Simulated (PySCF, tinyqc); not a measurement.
Inside a calculation. Method: MP2 on RHF in the sto-3g basis, for H4, spin multiplicity 1. The lowest restricted solution is unstable here: a spin-polarised one lies 0.0024 hartree lower (PySCF). Computed by tinyqc, a small Python program that keeps every step (integrals from PySCF). Settings: charge = 0, multiplicity = 1, basis = sto-3g, method = RHF, energy threshold = 1e-10, iteration cap = 63, orthogonalisation = symmetric, start = core, DIIS depth = 6. Command: `OMP_NUM_THREADS=1 python tinyqc.py 31553 31554 out.jsonl` (the two numbers bound the seeds that draw the settings). One thread of a shared host (Intel(R) Xeon(R) Processor @ 2.60GHz), about 0.07 s of CPU time with the checks. The early iterations of the SCF are left out here.

## One-electron integrals

Geometry (angstrom):
```
atom,x,y,z
H,0.000000,0.000000,0.000000
H,0.000000,0.000000,1.160000
H,0.000000,0.000000,2.616000
H,0.000000,0.000000,3.776000
```

Basis sto-3g: exponents (1/bohr^2) and contraction coefficients of normalised primitives:
```
element,l (shell),exponent,coefficient
H,s (1),3.425251,0.154329
H,s (1),0.623914,0.535328
H,s (1),0.168855,0.444635
```

Overlap, kinetic and nuclear-attraction integrals over the contracted functions; the nuclear repulsion is the sum of Za Zb / Rab.

nuclear repulsion = 1.82053239 hartree

overlap S, lower triangle:
```
,1H 1s,2H 1s,3H 1s,4H 1s
1H 1s,1.000000
2H 1s,0.407511,1.000000
3H 1s,0.039705,0.273373,1.000000
4H 1s,0.003103,0.039705,0.407511,1.000000
```

kinetic energy T (hartree), lower triangle:
```
,1H 1s,2H 1s,3H 1s,4H 1s
1H 1s,0.760032
2H 1s,0.062187,0.760032
3H 1s,-0.009874,0.013675,0.760032
4H 1s,-0.001861,-0.009874,0.062187,0.760032
```

nuclear attraction V (hartree), lower triangle:
```
,1H 1s,2H 1s,3H 1s,4H 1s
1H 1s,-2.017768
2H 1s,-0.781533,-2.239296
3H 1s,-0.070061,-0.518129,-2.239296
4H 1s,-0.005234,-0.070061,-0.781533,-2.017768
```

core Hamiltonian H = T + V (hartree), lower triangle:
```
,1H 1s,2H 1s,3H 1s,4H 1s
1H 1s,-1.257736
2H 1s,-0.719346,-1.479264
3H 1s,-0.079936,-0.504454,-1.479264
4H 1s,-0.007095,-0.079936,-0.719346,-1.257736
```

## Two-electron integrals

Functions are numbered as in S; the eight-fold symmetry (ij|kl) = (ji|kl) = (kl|ij) leaves the list below.

Two-electron integrals (ij|kl) in chemists' order, unique and non-zero (hartree):
```
i,j,k,l,(ij|kl)
1,1,1,1,0.774606
2,1,1,1,0.241693
2,1,2,1,0.102166
2,2,1,1,0.429103
2,2,2,1,0.241693
2,2,2,2,0.774606
3,1,1,1,0.015817
3,1,2,1,0.007730
3,1,2,2,0.022009
3,1,3,1,0.000751
3,2,1,1,0.078014
3,2,2,1,0.043752
3,2,2,2,0.148439
3,2,3,1,0.005260
3,2,3,2,0.042838
3,3,1,1,0.202225
3,3,2,1,0.107066
3,3,2,2,0.355118
3,3,3,1,0.015817
3,3,3,2,0.148439
3,3,3,3,0.774606
4,1,1,1,0.000893
4,1,2,1,0.000473
4,1,2,2,0.001490
4,1,3,1,0.000054
4,1,3,2,0.000423
4,1,3,3,0.001490
4,1,4,1,4.34e-06
4,2,1,1,0.008833
4,2,2,1,0.004767
4,2,2,2,0.015817
4,2,3,1,0.000616
4,2,3,2,0.005260
4,2,3,3,0.022009
4,2,4,1,0.000054
4,2,4,2,0.000751
4,3,1,1,0.067910
4,3,2,1,0.034235
4,3,2,2,0.107066
4,3,3,1,0.004767
4,3,3,2,0.043752
4,3,3,3,0.241693
4,3,4,1,0.000473
4,3,4,2,0.007730
4,3,4,3,0.102166
4,4,1,1,0.140142
4,4,2,1,0.067910
4,4,2,2,0.202225
4,4,3,1,0.008833
4,4,3,2,0.078014
4,4,3,3,0.429103
4,4,4,1,0.000893
4,4,4,2,0.015817
4,4,4,3,0.241693
4,4,4,4,0.774606
```

## Orthogonalisation

S = U s U^T; symmetric (Loewdin) form X = U s^(-1/2) U^T, so that X^T S X = 1.

eigenvalues of S: 0.469917  0.671050  1.253607  1.605426

X, lower triangle:
```
,1H 1s,2H 1s,3H 1s,4H 1s
1H 1s,1.072908
2H 1s,-0.236000,1.108037
3H 1s,0.029470,-0.165458,1.108037
4H 1s,-0.005515,0.029470,-0.236000,1.072908
```

## Iteration 9 (converged): orbitals

converged F (hartree), lower triangle:
```
,1H 1s,2H 1s,3H 1s,4H 1s
1H 1s,-0.201258
2H 1s,-0.414209,-0.232748
3H 1s,-0.061408,-0.212034,-0.232748
4H 1s,0.008840,-0.061408,-0.414209,-0.201258
```

Diagonalise F' = X^T F X, C = X C', fill 2 alpha and 2 beta electrons from the bottom; D = 2 C_occ C_occ^T. Each column has its largest component positive (the first on a tie).

F' = X^T F X (hartree), lower triangle:
```
,1,2,3,4
1,-0.036149
2,-0.406019,-0.014027
3,0.036217,-0.204172,-0.014027
4,0.007649,0.036217,-0.406019,-0.036149
```

orbital energies (hartree): MO1 -0.505121, MO2 -0.384271, MO3 0.258422, MO4 0.530618

coefficients C:
```
,MO1,MO2,MO3,MO4
1H 1s,0.347291,0.489718,0.685842,-0.613931
2H 1s,0.437067,0.400598,-0.523953,0.828042
3H 1s,0.437067,-0.400598,-0.523953,-0.828042
4H 1s,0.347291,-0.489718,0.685842,0.613931
```

D after iteration 9, lower triangle:
```
,1H 1s,2H 1s,3H 1s,4H 1s
1H 1s,0.720870
2H 1s,0.695939,0.703012
3H 1s,-0.088781,0.061097,0.703012
4H 1s,-0.238425,-0.088781,0.695939,0.720870
```

## Convergence

Stop when the energy changes by less than 1e-10 hartree and every element of the error matrix X^T (F D S - S D F) X is below 3e-06.

Course of the cycle:
```
iteration,E (hartree),change,largest element of the error matrix
1,-1.83580772,-,4.00e-01
2,-2.02852665,-1.93e-01,5.38e-02
3,-2.03163230,-3.11e-03,2.19e-03
4,-2.03162457,7.73e-06,3.03e-03
5,-2.03164031,-1.57e-05,3.43e-04
6,-2.03164041,-1.00e-07,2.44e-04
7,-2.03164045,-4.29e-08,1.87e-04
8,-2.03164051,-6.06e-08,3.39e-07
9,-2.03164051,-2.01e-13,4.63e-08
```

PySCF RHF in the same basis = -2.03164051 hartree

Converged in 9 iterations.

## Integrals over molecular orbitals

(pq|rs) = sum C_ip C_jq C_kr C_ls (ij|kl), one index at a time.

one-electron integrals over orbitals h = C^T H C (hartree), lower triangle:
```
,1,2,3,4
1,-1.548284
2,0.000000,-1.414497
3,0.117719,0.000000,-1.130183
4,0.000000,-0.098751,0.000000,-0.979321
```

Two-electron integrals over orbitals (pq|rs), unique and non-zero (hartree):
```
p,q,r,s,(pq|rs)
1,1,1,1,0.423194
2,1,2,1,0.182440
2,2,1,1,0.401204
2,2,2,2,0.410257
3,1,1,1,-0.053141
3,1,2,2,0.004128
3,1,3,1,0.111188
3,2,2,1,0.072834
3,2,3,2,0.116101
3,3,1,1,0.402846
3,3,2,2,0.405101
3,3,3,1,-0.003018
3,3,3,3,0.420001
4,1,2,1,0.025770
4,1,3,2,-0.079511
4,1,4,1,0.096779
4,2,1,1,0.059200
4,2,2,2,0.006122
4,2,3,1,-0.108894
4,2,3,3,0.003394
4,2,4,2,0.113528
4,3,2,1,-0.179356
4,3,3,2,-0.075411
4,3,4,1,-0.023997
4,3,4,3,0.190944
4,4,1,1,0.440704
4,4,2,2,0.419419
4,4,3,1,-0.056867
4,4,3,3,0.430031
4,4,4,2,0.064167
4,4,4,4,0.477789
```

## Second-order Moller-Plesset energy

Hartree-Fock energy = -2.03164051 hartree

E2 = sum_ijab (ia|jb) [2 (ia|jb) - (ib|ja)] / (e_i + e_j - e_a - e_b) over occupied i, j and virtual a, b; the opposite-spin part is (ia|jb)^2 / denominator, the rest is same-spin, and SCS-MP2 scales them by 6/5 and 1/3.

Terms:
```
i,j,a,b,(ia|jb),(ib|ja),denominator,term
2,2,3,3,0.116101,0.116101,-1.285385,-0.010487
2,1,4,3,-0.108894,-0.079511,-1.678432,-0.008971
1,2,3,4,-0.108894,-0.079511,-1.678432,-0.008971
1,1,3,3,0.111188,0.111188,-1.527086,-0.008096
2,2,4,4,0.113528,0.113528,-1.829777,-0.007044
1,1,4,4,0.096779,0.096779,-2.071478,-0.004522
1,2,4,3,-0.079511,-0.108894,-1.678432,-0.002375
2,1,3,4,-0.079511,-0.108894,-1.678432,-0.002375
```

Pair energies (hartree; pair i-j sums ij and ji):
```
pair,opposite spin,same spin
1-1,-0.012617,0.000000
2-1,-0.021663,-0.001029
2-2,-0.017530,0.000000
```

MP2 correlation energy = -0.05283925 hartree

SCS-MP2 correlation energy = -0.06251552 hartree

MP2 total energy = -2.08447976 hartree
